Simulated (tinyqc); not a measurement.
# Stacked nanosheet transistor, parasitic resistance, capacitance and delay: what each parasitic element costs

Ns sheets share one contact on top; each has perimeter p = 2 (Ws + ts) and cross-section A = Ws ts; contact width Wc = Ws + 10 nm, stack height Hs = Ns pv. Sheet 1 is the top one. Contact length Lc = CPP - Lg - 2 Lsp, shared by two neighbouring gates. Source and drain sides are equal. The formulas are first-order estimates, not field solutions.

Epitaxy sheet resistance Rsh = re/te, transfer length LT = sqrt(rc/Rsh), contact Rc = [sqrt(rc Rsh)/Wc] coth(Lc/(2 LT)); extension of one sheet Rx = rx Lsp/A. With N sheets: gate Cg = Cinv p N Lg; per side, plate Cp = ks eps0 [Wc (Hs + Hc) - N A]/Lsp, top fringe Cf = (2/pi) ks eps0 Wc ln(1 + Lg/(2 Lsp)), overlap Co = Cinv p N Lov. One sheet: I = p Q vx u/(1 + |u|^1.8)^(1/1.8), Q = Cinv n Vt ln(1 + exp((Vg' - VT + dl Vd')/(n Vt))), u = Vd' mu/(vx Lg), Vg' = Vgs - v, Vd' = Vds - 2 v, with the drop on each side v_j = Rc sum I + rv (sum over levels k = 2..j of the current of sheets k..Ns) + Rx I_j. Ieff = [I(Vgs = Vdd, Vds = Vdd/2) + I(Vdd/2, Vdd)]/2, total currents. With Cs = Cp + Cf + Co, the load of an inverter of two such devices driving an equal one is CL = 2 (Cg + 2 Cs) + 4 Cs + Cw (own drains counted twice for the Miller effect); delay CL Vdd/(2 Ieff). Each row removes one element and keeps the rest.

Values chosen for this exercise; values close to those of silicon logic devices:

| symbol | value | unit | meaning |
|---|---|---|---|
| T | 300 | K | temperature |
| Ns | 3 |  | number of sheets |
| Ws | 12 | nm | sheet width |
| ts | 5 | nm | sheet thickness |
| pv | 12 | nm | vertical pitch of the sheets |
| rv | 96 | ohm | vertical resistance between sheet levels |
| CPP | 48 | nm | contacted gate pitch |
| Lg | 16 | nm | gate length |
| Lsp | 7 | nm | spacer length |
| ks | 5.5 |  | relative permittivity of the spacer |
| Hc | 15 | nm | gate height above the channel stack |
| rc | 2.3e-9 | ohm cm^2 | contact resistivity |
| re | 0.00068 | ohm cm | resistivity of the source-drain epitaxy |
| te | 20 | nm | current-carrying depth of the epitaxy |
| rx | 0.0013 | ohm cm | resistivity of the extension |
| Lov | 0.5 | nm | gate overlap |
| Cinv | 2.6 | uF/cm^2 | inversion capacitance |
| vx | 1e7 | cm/s | injection velocity |
| mu | 200 | cm^2/(V s) | apparent mobility |
| VT | 0.23 | V | threshold at zero drain voltage |
| dl | 0.05 | V/V | barrier lowering |
| n | 1.15 |  | subthreshold factor |
| Cw | 0.29 | fF | wire load |
| Vdd | 0.8 | V | supply voltage |

Constants: q = 1.602176634e-19 C, kB = 1.380649e-23 J/K, eps0 = 8.8541878128e-12 F/m, Vt = kB T/q. Results are converted to the units shown.

One element removed at a time:

|  | Ieff (uA) | CL (aF) | delay (ps) |
|---|---|---|---|
| as given | 60.69 | 442.1 | 2.913 |
| no contact resistance | 87.41 | 442.1 | 2.023 |
| no extension resistance | 70.81 | 442.1 | 2.497 |
| no vertical resistance | 61.67 | 442.1 | 2.867 |
| air spacer (ks = 1) | 60.69 | 395.8 | 2.608 |
| no overlap | 60.69 | 431.4 | 2.843 |
| no wire | 60.69 | 152.1 | 1.002 |

What do the numbers show?

Gains in delay, largest first: no wire 66 %, no contact resistance 31 %, no extension resistance 14 %, air spacer (ks = 1) 10 %, no overlap 2.4 %, no vertical resistance 1.6 %.

Numbers from tinyqc (`OMP_NUM_THREADS=1 python tinyqc.py 2170044 2170045 out.jsonl`; about 0.06 s on one thread of a shared Intel Xeon 2.30GHz).
